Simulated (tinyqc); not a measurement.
Sharing a fixed EOT between the layers.

Without charge in the stack, a voltage of 0.8 V over an EOT of 1.7 nm gives F1 = (V/EOT)(3.9/e1) and F2 = F1 e1/e2; t2 = e2 (EOT/3.9 - t1/e1).

Values chosen for this exercise: relative permittivity of layer 1 e1 = 4.02; relative permittivity of layer 2 e2 = 22.7.

Sharing a fixed EOT between the layers:

| t1 (nm) | t2 (nm) | physical thickness (nm) | drop over layer 1 (V) | drop over layer 2 (V) |
|---|---|---|---|---|
| 0 | 9.895 | 9.895 | 0 | 0.8000 |
| 0.21 | 8.709 | 8.919 | 0.09587 | 0.7041 |
| 0.43 | 7.467 | 7.897 | 0.1963 | 0.6037 |
| 0.64 | 6.281 | 6.921 | 0.2922 | 0.5078 |
| 0.85 | 5.095 | 5.945 | 0.3881 | 0.4119 |
| 1.06 | 3.909 | 4.969 | 0.4839 | 0.3161 |
| 1.28 | 2.667 | 3.947 | 0.5844 | 0.2156 |
| 1.49 | 1.481 | 2.971 | 0.6802 | 0.1198 |

Each 0.1 nm of layer 1 costs 0.565 nm of layer 2, so the physical thickness falls from 9.89 to 2.97 nm. The fields do not change, 4.57 MV/cm in layer 1 and 0.808 MV/cm in layer 2, and layer 1 takes half of the voltage at t1 = 0.876 nm.

Computed by the program tinyqc: `OMP_NUM_THREADS=1 python tinyqc.py 2010024 2010025 out.jsonl`, one thread of a shared Intel Xeon 2.30GHz, about 0.01 s for the whole run.
